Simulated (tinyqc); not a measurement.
Inside a calculation. Method: empirical pseudopotential in a few plane waves. One step of it, computed by the program tinyqc.

Question. Bloch Hamiltonian at k. Basis: the 15 shortest G (labels in 2 pi/a), the same at every k. H(G,G') = c |k + G|^2 delta + VS(|G-G'|^2) cos((G-G').tau) + i VA sin((G-G').tau), tau = a/8 (1,1,1); 1 Ry = 13.605693 eV.

Parameters chosen for this model: fcc lattice, atoms at +/- a/8 (1,1,1); form factors in rydberg at |G|^2 in units of (2 pi/a)^2:
```
parameter                 value      unit
a                      5.210000  angstrom
VS(3)                 -0.233000        Ry
VS(8)                  0.036000        Ry
VS(11)                 0.034000        Ry
VA(3)                         0        Ry
VA(4)                         0        Ry
VA(11)                        0        Ry
hbar^2/2m (2 pi/a)^2   5.541243        eV
```

k point k (2 pi / a): 0.250000  -0.190000  -0.500000

Give: H(k) at k.

Answer.

H(k) at k (eV):
```
         +0+0+0   -1-1-1   -1-1+1   -1+1-1   -1+1+1   +1-1-1   +1-1+1   +1+1-1
+0+0+0   1.9317   2.2416  -2.2416  -2.2416  -2.2416  -2.2416  -2.2416  -2.2416
-1-1-1   2.2416  23.4317   0.0000   0.0000  -0.4898   0.0000  -0.4898  -0.4898
-1-1+1  -2.2416   0.0000  12.3492   0.4898   0.0000   0.4898   0.0000   0.0000
-1+1-1  -2.2416   0.0000   0.4898  19.2204   0.0000   0.4898   0.0000   0.0000
-1+1+1  -2.2416  -0.4898   0.0000   0.0000   8.1379   0.0000   0.4898   0.4898
+1-1-1  -2.2416   0.0000   0.4898   0.4898   0.0000  28.9729   0.0000   0.0000
+1-1+1  -2.2416  -0.4898   0.0000   0.0000   0.4898   0.0000  17.8905   0.4898
+1+1-1  -2.2416  -0.4898   0.0000   0.0000   0.4898   0.0000   0.4898  24.7616
+1+1+1   2.2416   0.0000  -0.4898  -0.4898   0.0000  -0.4898   0.0000   0.0000
-2+0+0   0.0000  -2.2416  -2.2416  -2.2416   2.2416   0.3271  -0.3271  -0.3271
+0-2+0   0.0000  -2.2416  -2.2416   0.3271  -0.3271  -2.2416   2.2416  -0.3271
+0+0-2   0.0000  -2.2416   0.3271  -2.2416  -0.3271  -2.2416  -0.3271   2.2416
+0+0+2   0.0000  -0.3271   2.2416  -0.3271  -2.2416  -0.3271  -2.2416   0.3271
+0+2+0   0.0000  -0.3271  -0.3271   2.2416  -2.2416  -0.3271   0.3271  -2.2416
+2+0+0   0.0000  -0.3271  -0.3271  -0.3271   0.3271   2.2416  -2.2416  -2.2416

         +1+1+1   -2+0+0   +0-2+0   +0+0-2   +0+0+2   +0+2+0   +2+0+0
+0+0+0   2.2416   0.0000   0.0000   0.0000   0.0000   0.0000   0.0000
-1-1-1   0.0000  -2.2416  -2.2416  -2.2416  -0.3271  -0.3271  -0.3271
-1-1+1  -0.4898  -2.2416  -2.2416   0.3271   2.2416  -0.3271  -0.3271
-1+1-1  -0.4898  -2.2416   0.3271  -2.2416  -0.3271   2.2416  -0.3271
-1+1+1   0.0000   2.2416  -0.3271  -0.3271  -2.2416  -2.2416   0.3271
+1-1-1  -0.4898   0.3271  -2.2416  -2.2416  -0.3271  -0.3271   2.2416
+1-1+1   0.0000  -0.3271   2.2416  -0.3271  -2.2416   0.3271  -2.2416
+1+1-1   0.0000  -0.3271  -0.3271   2.2416   0.3271  -2.2416  -2.2416
+1+1+1  13.6791  -0.3271  -0.3271  -0.3271  -2.2416  -2.2416  -2.2416
-2+0+0  -0.3271  18.5554   0.4898   0.4898  -0.4898  -0.4898   0.0000
+0-2+0  -0.3271   0.4898  28.3080   0.4898  -0.4898   0.0000  -0.4898
+0+0-2  -0.3271   0.4898   0.4898  35.1791   0.0000  -0.4898  -0.4898
+0+0+2  -2.2416  -0.4898  -0.4898   0.0000  13.0142   0.4898   0.4898
+0+2+0  -2.2416  -0.4898   0.0000  -0.4898   0.4898  19.8853   0.4898
+2+0+0  -2.2416   0.0000  -0.4898  -0.4898   0.4898   0.4898  29.6379
```
